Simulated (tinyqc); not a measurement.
Trap density and cross-section from the conductance peak.

Problem. For a continuum of interface traps on an n-type substrate Gp/w peaks at 2 pi f tau = 1.9803 with the height 0.40237 q Dit, and tau = 1/(sn vth Nd exp(psi/Vt)) with psi = ps. Find Dit, tau and sn.

Parameters, values chosen for the exercise: temperature T = 300 K; donor density Nd = 5.2e15 cm^-3; band bending psi ps = -0.17 V; thermal velocity vth = 2.2e7 cm/s.

Constants: q = 1.602176634e-19 C, kB = 1.380649e-23 J/K, Vt = kB T/q. Results are converted to the units shown.

peak Gp/w = 15.472027 nF/cm^2
frequency of the peak = 2.8640309e5 Hz

Answer. The height gives Dit, the position tau, and tau with the surface density gives sn.

Dit = 2.400e11 cm^-2 eV^-1
tau = 1.100e-6 s
sn = 5.700e-15 cm^2

tinyqc, about 0.01 s, one thread, Intel Xeon 2.30GHz (shared host): `OMP_NUM_THREADS=1 python tinyqc.py 2030154 2030155 out.jsonl`
